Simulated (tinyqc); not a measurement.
Domain walls in a thin film with perpendicular anisotropy: Bloch, Neel and chiral walls, motion and stripe domains: one step, computed by the program tinyqc.

One-dimensional wall: polar angle theta(x), azimuth phi of the moment in the wall (phi = 0 Neel, 90 degrees Bloch). mu_0 = 1.25663706212e-6 T m/A, gamma = 1.76085963023e11 rad/(s T).

Task: Velocity under current. Spin-orbit drive: B_SL = hbar theta_SH J/(2 e M_s t) acts as the field (pi/2) B_SL cos(phi). Steady state: v = (gamma Delta/alpha)(pi/2) B_SL cos(phi) = gamma Delta [B_D sin(phi) - (B_K/2) sin(2 phi)], B_K = 2 K_D/M_s, B_D = pi D/(2 M_s Delta); the root with phi between its rest value and 90 degrees; v saturates at v_D = gamma Delta B_D.

Inputs (values chosen for the exercise, for a model film):

| quantity | value | unit |
|---|---|---|
| saturation magnetisation M_s | 1090 | kA/m |
| DMI constant D | 0.2 | mJ/m^2 |
| thickness t | 2.6 | nm |
| damping alpha | 0.19 | - |
| current density J | 0.12 | 1e12 A/m^2 |
| spin Hall angle theta_SH | 0.13 | - |

Drive: spin-orbit torque.

K_D = 105.7991 kJ/m^3

width parameter Delta = 4.047619 nm

azimuth phi = 68.48115 degrees

Constants: hbar = 1.054571817e-34 J s; e = 1.602176634e-19 C.

Give: B_SL; azimuth in motion; velocity; saturation velocity v_D.

Result:

B_SL = 1.812 mT

azimuth in motion = 70.18 degrees

velocity = 3.619 m/s

saturation velocity v_D = 50.75 m/s

v is 7 % of v_D: still rising with current. Caution: the formula for N_x assumes a film much thinner than the wall width. Caution: pinning, heating and tilting of the wall are left out.
